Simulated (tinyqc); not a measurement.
Worked calculation: plane-wave Kohn-Sham cycle with exchange-only LDA in a layered model solid. One step of it, computed by the program tinyqc.

Problem. Iteration 2: levels at that k. Diagonalise the Hermitian matrix.

H (hartree), lower triangle:
```
           -3         -2         -1         +0         +1         +2        +3
-3   8.025469
-2  -0.169687   3.361195
-1   0.003756  -0.169687   0.562630
+0  -0.000113   0.003756  -0.169687  -0.370225
+1   0.000335  -0.000113   0.003756  -0.169687   0.562630
+2   0.000004   0.000335  -0.000113   0.003756  -0.169687   3.361195
+3   0.000018   0.000004   0.000335  -0.000113   0.003756  -0.169687  8.025469
```

Give: eigenvalues.

Solution.

eigenvalues (hartree): -0.4284  0.5486  0.6142  3.3649  3.3657  8.0316  8.0317
